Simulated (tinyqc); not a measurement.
Vertical double-diffused power MOSFET, components of the on-resistance: one step of the calculation.

Stripe cells of pitch Wp + a, two channels a cell. Current flows through the channels, spreads in the accumulation layer, passes the gap between the p bodies and spreads at 45 degrees into the drift layer below them. Low drain voltage, full ionisation.

Problem. Drift layer. Triangular field at breakdown with Ec = Kc N^(1/8): BV = eps0 eps_r Ec^2/(2 q N), so N = (eps0 eps_r Kc^2/(2 q BV))^(4/3); W = 2 BV/Ec; mu = mud (T/300 K)^(-bt); rho = 1/(q mu N); ideal resistance rho W.

Inputs (values chosen for the exercise); bulk values close to those of silicon:
```
symbol  value                    unit                                     meaning
T         300                       K                                 temperature
eps_r    11.9                                               relative permittivity
Kc       4000  V/cm per (cm^-3)^(1/8)                     critical-field constant
BV        100                       V  rated breakdown voltage of the drift layer
mud      1250              cm^2/(V s)                     drift mobility at 300 K
bt        2.5                          temperature exponent of the drift mobility
```

Constants: q = 1.602176634e-19 C, eps0 = 8.8541878128e-14 F/cm where lengths are in cm. Results are converted to the units shown.

Find: drift doping N; Ec; drift thickness W; electron mobility mu at T; drift resistivity rho; ideal resistance.

Solution.

drift doping N = 4.247e15 cm^-3
Ec = 0.3594 MV/cm
drift thickness W = 5.565 um
electron mobility mu at T = 1250 cm^2/(V s)
drift resistivity rho = 1.176 ohm cm
ideal resistance = 0.6542 mohm cm^2

Program tinyqc, `OMP_NUM_THREADS=1 python tinyqc.py 2230135 2230136 out.jsonl`; Intel Xeon 2.30GHz, shared host, one thread, about 0.01 s.
